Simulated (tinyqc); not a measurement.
Ferroelectric with a first-order transition, Landau-Devonshire energy: polarisation and permittivity against temperature.

One domain with free energy u = al P^2 + be P^4 + ga P^6 - E P, al = a0 (T - T0), be < 0 < ga (P in uC/cm^2, E in kV/cm, u in mJ/cm^3). Equilibrium: E = 2 al P + 4 be P^3 + 6 ga P^5; a state is stable against small changes where dE/dP > 0. The coercive field is that of uniform switching, which real films, switching by domains, do not reach.

Ps^2 = [-be + sqrt(be^2 - 3 al ga)]/(3 ga); Pc^2 = [-3 be + sqrt(9 be^2 - 15 al ga)]/(15 ga), Ec = -E(Pc); susceptibility chi = 1/(eps0 dE/dP). TC = T0 + be^2/(4 a0 ga), where u(Ps) = u(0); T1 = T0 + be^2/(3 a0 ga), where the polar minimum disappears. For the non-polar state chi0 = 1/(2 eps0 al).

Parameters, values chosen for the exercise:

| symbol | value | unit | meaning |
|---|---|---|---|
| a0 | 0.034 | kV cm/(uC K) | slope of the quadratic coefficient |
| T0 | 600 | K | Curie-Weiss temperature |
| be | -0.0022 | kV cm^5/uC^3 | quartic coefficient |
| ga | 1.9e-6 | kV cm^9/uC^5 | sixth-order coefficient |

Constants: eps0 = 8.8541878128e-14 F/cm where lengths are in cm. Results are converted to the units shown.

Polarisation and permittivity against temperature:

| T (K) | Ps (uC/cm^2) | u(Ps) (mJ/cm^3) | Ec (kV/cm) | chi at Ps | chi0 |
|---|---|---|---|---|---|
| 400 | 39.299 | -8750.3 | 377.86 | 138.44 | unstable |
| 480 | 36.275 | -4849.0 | 231.38 | 202.40 | unstable |
| 540 | 33.135 | -2377.1 | 128.83 | 316.87 | unstable |
| 575 | 30.528 | -1165.0 | 72.822 | 486.77 | unstable |
| 592 | 28.800 | -654.95 | 46.919 | 673.29 | unstable |
| 605 | 27.040 | -309.15 | 27.821 | 981.41 | 33220 |
| 612.5 | 25.666 | -131.58 | 17.132 | 1378.4 | 13290 |
| 617.5 | 24.436 | -24.610 | 10.159 | 1964.5 | 9491 |
| 622.5 | 22.527 | 69.962 | 3.3253 | 4017.7 | 7382 |
| 624.5 | 20.956 | 102.45 | 0.63425 | 10605 | 6779 |

What does the comparison show?

Ps falls from 39.3 to 21.0 uC/cm^2 without reaching zero, Ec falls from 378 to 0.634 kV/cm and chi rises from 138 to 10600. u(Ps) turns positive at TC = 618.7 K: the 2 row(s) above it are metastable, up to T1 = 625.0 K. Between T0 = 600 K and TC the non-polar state is the metastable one.

Computed by the program tinyqc: `OMP_NUM_THREADS=1 python tinyqc.py 2860005 2860006 out.jsonl`, one thread of a shared Intel Xeon 2.30GHz, about 0.01 s for the whole run.
